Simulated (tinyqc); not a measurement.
Inside a calculation. Method: empirical pseudopotential in a few plane waves. Computed by tinyqc, a small Python program that keeps every step. Settings: plane-wave index or count = 15. Command: `OMP_NUM_THREADS=1 python tinyqc.py 20789 20790 out.jsonl` (the two numbers bound the seeds that draw the settings). One thread of a shared host (Intel(R) Xeon(R) Processor @ 2.60GHz), about 0.2 s of CPU time with the checks.

## Bloch Hamiltonian at G

Parameters chosen for this model: fcc lattice, atoms at +/- a/8 (1,1,1); form factors in rydberg at |G|^2 in units of (2 pi/a)^2:

| parameter | value | unit |
|---|---|---|
| a | 6.110000 | angstrom |
| VS(3) | -0.221000 | Ry |
| VS(8) | 0.051000 | Ry |
| VS(11) | 0.046000 | Ry |
| VA(3) | 0 | Ry |
| VA(4) | 0 | Ry |
| VA(11) | 0 | Ry |
| hbar^2/2m (2 pi/a)^2 | 4.029028 | eV |

k point G (2 pi / a): 0  0  0

Basis: the 15 shortest G (labels in 2 pi/a), the same at every k. H(G,G') = c |k + G|^2 delta + VS(|G-G'|^2) cos((G-G').tau) + i VA sin((G-G').tau), tau = a/8 (1,1,1); 1 Ry = 13.605693 eV.

H(k) at G (eV), lower triangle:
```
           +0+0+0     -1-1-1     -1-1+1     -1+1-1     -1+1+1     +1-1-1     +1-1+1     +1+1-1
+0+0+0   0.000000
-1-1-1   2.126170  12.087083
-1-1+1  -2.126170   0.000000  12.087083
-1+1-1  -2.126170   0.000000   0.693890  12.087083
-1+1+1  -2.126170  -0.693890   0.000000   0.000000  12.087083
+1-1-1  -2.126170   0.000000   0.693890   0.693890   0.000000  12.087083
+1-1+1  -2.126170  -0.693890   0.000000   0.000000   0.693890   0.000000  12.087083
+1+1-1  -2.126170  -0.693890   0.000000   0.000000   0.693890   0.000000   0.693890  12.087083
+1+1+1   2.126170   0.000000  -0.693890  -0.693890   0.000000  -0.693890   0.000000   0.000000
-2+0+0   0.000000  -2.126170  -2.126170  -2.126170   2.126170   0.442551  -0.442551  -0.442551
+0-2+0   0.000000  -2.126170  -2.126170   0.442551  -0.442551  -2.126170   2.126170  -0.442551
+0+0-2   0.000000  -2.126170   0.442551  -2.126170  -0.442551  -2.126170  -0.442551   2.126170
+0+0+2   0.000000  -0.442551   2.126170  -0.442551  -2.126170  -0.442551  -2.126170   0.442551
+0+2+0   0.000000  -0.442551  -0.442551   2.126170  -2.126170  -0.442551   0.442551  -2.126170
+2+0+0   0.000000  -0.442551  -0.442551  -0.442551   0.442551   2.126170  -2.126170  -2.126170

           +1+1+1     -2+0+0     +0-2+0     +0+0-2     +0+0+2     +0+2+0     +2+0+0
+1+1+1  12.087083
-2+0+0  -0.442551  16.116110
+0-2+0  -0.442551   0.693890  16.116110
+0+0-2  -0.442551   0.693890   0.693890  16.116110
+0+0+2  -2.126170  -0.693890  -0.693890   0.000000  16.116110
+0+2+0  -2.126170  -0.693890   0.000000  -0.693890   0.693890  16.116110
+2+0+0  -2.126170   0.000000  -0.693890  -0.693890   0.693890   0.693890  16.116110
```

## Levels at G

Diagonalise the Hermitian matrix.

eigenvalues (eV): -2.208264  8.100467  8.100467  8.100467  10.238047  11.393192  11.393192  11.393192  14.728330  14.728330  16.377018  19.408835  19.408835  19.408835  22.822378

## Bands along a path

The same steps at evenly spaced points between the labelled ones.

Bands along the path (eV), lowest eight:

| k | band 1 | band 2 | band 3 | band 4 | band 5 | band 6 | band 7 | band 8 |
|---|---|---|---|---|---|---|---|---|
| L | -0.239342 | 2.450473 | 7.352581 | 7.352581 | 10.171605 | 12.254282 | 12.254282 | 16.869025 |
| L-G 0.33 | -1.119445 | 3.779505 | 7.430505 | 7.430505 | 10.244121 | 12.178424 | 12.178424 | 15.635155 |
| L-G 0.67 | -1.922811 | 6.113795 | 7.814520 | 7.814520 | 10.627730 | 11.883974 | 11.883974 | 12.912573 |
| G | -2.208264 | 8.100467 | 8.100467 | 8.100467 | 10.238047 | 11.393192 | 11.393192 | 11.393192 |
| G-X 0.33 | -1.824928 | 6.097343 | 7.361849 | 7.361849 | 10.845584 | 11.899950 | 12.759259 | 12.759259 |
| G-X 0.67 | -0.691314 | 3.583511 | 6.528278 | 6.528278 | 10.280290 | 10.952839 | 15.425088 | 15.425088 |
| X | 1.138838 | 1.412958 | 6.350895 | 6.350895 | 10.067213 | 10.520845 | 18.609383 | 18.609383 |

With 4 band(s) filled, the highest filled level on these points lies at G and the lowest empty one at X: a gap of 1.9667 eV, indirect. This holds for the small fixed basis; with all plane waves up to |k + G|^2 = 21 (2 pi/a)^2 the gap along the path is 1.49 eV.

## Convergence with the number of plane waves

Levels at G counted from the fourth one.

Levels (eV):

| plane waves | level 1 | level 5 | level 8 |
|---|---|---|---|
| 9 | -13.601457 | 0 | 2.775561 |
| 15 | -10.308732 | 2.137580 | 3.292725 |
| 27 | -9.817884 | 2.668411 | 3.037794 |
| 51 | -9.913031 | 2.747704 | 3.101444 |
| 59 | -9.949130 | 2.743643 | 2.937694 |
| 65 | -9.957173 | 2.743643 | 2.909217 |
| 89 | -9.922023 | 2.719337 | 2.936578 |
